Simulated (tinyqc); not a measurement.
Comparisons within one model: two-band massive Dirac model of the K valleys. A value that a table varies takes the place of the one given here.

Basis (conduction, valence): H = [[D/2, a t (tau kx - i ky)], [a t (tau kx + i ky), -D/2 + lam tau sz]], valley tau = +/-1, spin sz = +/-1. The gap of a spin and valley is G = D - lam tau sz. Berry curvature Omega = curl of i<u|grad u>; for the conduction band Omega_c = -tau 2 a^2 t^2 G/(G^2 + 4 a^2 t^2 k^2)^(3/2), and Omega_v = -Omega_c.

Constants: hbar^2/2m0 = 3.80998211 eV angstrom^2.

Inputs chosen for the exercise (near those used for monolayer MoSe2; the results hold for these values, not for the real material): a = 3.308 angstrom (lattice constant); D = 1.51 eV (gap parameter); t = 0.92 eV (effective hopping); lam = 0.083 eV (half the valence spin splitting).

## Away from the valley

Flavour tau = +1, sz = +1. Parabolic transition energy G + 2 a^2 t^2 k^2/G; degree of circular polarisation eta = 2 cos(theta)/(1 + cos^2(theta)). The last column is the Berry flux of the conduction band inside |k|, over 2 pi: -(1 - cos(theta))/2, cos(theta) = G/(transition energy).

Along |k|:
```
|k| (1/angstrom)  transition (eV)  parabolic (eV)  Omega_c (angstrom^2)     eta  flux/2 pi
0.000                      1.4270          1.4270                -9.097  1.0000     0.0000
0.025                      1.4351          1.4351                -8.944  1.0000    -0.0028
0.050                      1.4591          1.4595                -8.510  0.9998    -0.0110
0.075                      1.4982          1.5000                -7.860  0.9988    -0.0238
0.100                      1.5514          1.5568                -7.079  0.9965    -0.0401
0.150                      1.6941          1.7191                -5.437  0.9855    -0.0788
0.200                      1.8757          1.9462                -4.006  0.9638    -0.1196
0.300                      2.3175          2.5953                -2.124  0.8929    -0.1921
```

The curvature halves at |k| = 0.180 1/angstrom, where 2 a t k = 0.766 G. At 0.3 the parabola is 278 meV too high, eta has fallen only to 0.893, and the flux has reached -0.192 of the -1/2 that a whole cone holds. The real bands leave this model beyond about 0.1 to 0.2 1/angstrom, where trigonal warping and other bands enter.

## Hole doping of the spin-split valence bands

The Fermi level lies E below the top of the valence band. kF for the upper and lower band of valley +1 from the two-band energy; each flavour holds kF^2/(4 pi) holes per area and both valleys count. Spin polarisation within one valley; Berry flux removed from valley +1, the sum of (1 - cos(theta_F))/2 with cos(theta_F) = G/sqrt(G^2 + 4 a^2 t^2 kF^2), in units of 2 pi.

Holes:
```
E (meV)  kF upper (1/angstrom)  kF lower  p (1e12/cm^2)  spin polarisation in a valley  flux/2 pi
20.8                    0.0570    0.0000           5.16                          1.000     0.0141
41.5                    0.0811    0.0000          10.47                          1.000     0.0275
83.0                    0.1163    0.0000          21.54                          1.000     0.0521
124.5                   0.1444    0.0000          33.19                          1.000     0.0743
157.7                   0.1643    0.0000          42.94                          1.000     0.0905
182.6                   0.1781    0.0537          55.10                          0.833     0.1121
249.0                   0.2123    0.1226          95.61                          0.500     0.1765
332.0                   0.2511    0.1776         150.53                          0.333     0.2450
```

Up to E = 2 lam = 166 meV, a density of 45.4e12/cm^2, only the upper band of this model is emptied and each valley is fully spin-polarised, oppositely in the two. Beyond it the polarisation falls, to 0.33 in the last row. The flux, times e^2/h, is in size the change of the Hall conductivity of one valley; the other valley cancels it in the charge current. Rows with kF above about 0.2 1/angstrom lie beyond the range of the model, and in real layers the valley at Gamma, close below in MoS2 and WS2, can take holes as well.

## What each parameter does

Flavour tau = sz = +1 at k = 0: gap G, mass c G/(a t)^2 with c = hbar^2/2m0, Omega_c, and the B - A splitting 2 lam. Each row changes one parameter from the base and keeps the others.

Results:
```
case                 G (eV)  mass (m0)  Omega_c (angstrom^2)  B - A (eV)
base                 1.4270     0.5870                -9.097      0.1660
a = 3.3742 angstrom  1.4270     0.5642                -9.465      0.1660
D = 1.359 eV         1.2760     0.5249               -11.377      0.1660
t = 0.828 eV         1.4270     0.7247                -7.368      0.1660
lam = 0.1245 eV      1.3855     0.5699                -9.650      0.2490
```

The largest shifts from the base row, up to three for each result and ties (the steps differ in size, so this ranks the rows, not the parameters). G (eV): D -0.1510, lam -0.0415; unchanged at the printed digits by a and t. mass (m0): t +0.1377, D -0.0621, a -0.0228. Omega_c (angstrom^2): D -2.280, t +1.728, lam -0.553. B - A (eV): lam +0.0830; unchanged at the printed digits by a, D and t. The mass goes as G/(a t)^2 and the curvature as (a t)^2/G^2, so their product is -2c/G.

(tinyqc, `OMP_NUM_THREADS=1 python tinyqc.py 1451718 1451719 out.jsonl`, Intel(R) Xeon(R) Processor @ 2.30GHz, 1 thread, shared host, about 0.01 s.)
